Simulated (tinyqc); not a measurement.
Read current of a NAND string, cells in series solved by shooting: one step of the calculation.

Cells in series, numbered from 0 at the source line (0 V) to the bit line, each followed by a gap resistance Rg. A cell with gate Vg, threshold VT, source Vs and drain Vd passes I = 2 nf K Vt^2 [F(Vs) - F(Vd)]/(1 + th max(Vg - VT, 0)), F(V) = ln^2(1 + exp((Vg - VT - nf V)/(2 nf Vt))). The selected cell has Vg = Vr, the others Vg = Vp.

Task. Node voltages for a trial current. For a trial current I start at 0 V and, cell by cell (the selected one is cell 2), solve for the drain: sqrt(F(Vd)) = sqrt(F(Vs) - I/k), k = 2 nf K Vt^2/(1 + th max(Vg - VT, 0)), Vd = [Vg - VT - 2 nf Vt ln(exp(sqrt F) - 1)]/nf, then add I Rg.

Inputs (values chosen for the exercise); values of the order met in vertical NAND strings:
- T = 358 K (temperature)
- K = 9.2 uA/V^2 (gain factor of a cell)
- nf = 1.7 (slope factor)
- th = 0.03 1/V (mobility reduction factor)
- Rg = 13 kohm (resistance of the gap between cells)
- Vbl = 0.4 V (bit-line voltage)
- Vp = 7.3 V (pass voltage)
- Vr = 1.56 V (read voltage on the selected word line)

Constants: q = 1.602176634e-19 C, kB = 1.380649e-23 J/K, Vt = kB T/q. Results are converted to the units shown.

first trial current = 0.77 uA
thresholds from the source end, cell 0 to 4 (V): -1  -1  0.5  3.9  3.9

Find: node voltage after each cell and gap, trial 1.

Result.

node voltage after each cell and gap, trial 1, cell 0 to 4 (V): 0.02262  0.04530  0.1511  0.1907  0.2310

Program tinyqc, `OMP_NUM_THREADS=1 python tinyqc.py 2142039 2142040 out.jsonl`; Intel Xeon 2.30GHz, shared host, one thread, about 0.6 s.
